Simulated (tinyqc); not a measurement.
Minority carriers and saturation current of a heavily doped emitter: two steps of the calculation.

n-type, parabolic bands, full ionisation. eta = (EF - Ec)/kB T solves N = Nc F12(eta), F12(x) = (2/sqrt(pi)) int_0^infinity sqrt(u)/(1 + exp(u - x)) du. The gap shrinks rigidly by dEg = E1 [ln(N/N0) + sqrt(ln^2(N/N0) + 0.5)], an empirical law that is here taken as the true narrowing.

Parameters, values chosen for the exercise; band and dielectric values close to those of silicon:
- T = 300 K (temperature)
- Eg = 1.13 eV (band gap)
- Nc = 2.82e19 cm^-3 (conduction-band density of states at 300 K)
- Nv = 2.66e19 cm^-3 (valence-band density of states at 300 K)
- N = 1.7e20 cm^-3 (ionised donor density)
- E1 = 7.4 meV (energy of the narrowing law)
- N0 = 1.9e17 cm^-3 (density of the narrowing law)

Constants: q = 1.602176634e-19 C, kB = 1.380649e-23 J/K, Vt = kB T/q. Results are converted to the units shown.

Question 1. Fermi level. Newton step on ln F12(eta) = ln(N/Nc): eta(new) = eta - ln(Nc F12/N) F12/Fm, Fm(x) = dF12/dx = (1/sqrt(pi)) int_0^infinity u^(-1/2)/(1 + exp(u - x)) du.

eta at the start (Boltzmann value) = 1.7965

Wanted: F12; Fm; eta after iteration 1.

Answer 1.

F12 = 2.534
Fm = 1.378
eta after iteration 1 = 3.390

Question 2. Effective intrinsic density. ni = sqrt(Nc Nv) exp(-Eg/(2 Vt)), Eg in volts; degeneracy factor g = F12(eta) exp(-eta); nie^2 = ni^2 exp(dEg/kB T) g, p0 = nie^2/N; apparent narrowing dEg + kB T ln g.

converged eta = 3.7753554

Find: ni; dEg; g; apparent narrowing; nie; p0.

Answer 2.

ni = 8.830e9 cm^-3
dEg = 100.9 meV
g = 0.1382
apparent narrowing = 49.70 meV
nie = 2.309e10 cm^-3
p0 = 3.137 cm^-3

Narrowing multiplies p0 by 49.5 and degeneracy by 0.138.

Range of the model: Band tails, non-parabolic bands and incomplete ionisation are left out.

tinyqc, about 0.01 s, one thread, Intel Xeon 2.30GHz (shared host): `OMP_NUM_THREADS=1 python tinyqc.py 2330012 2330013 out.jsonl`
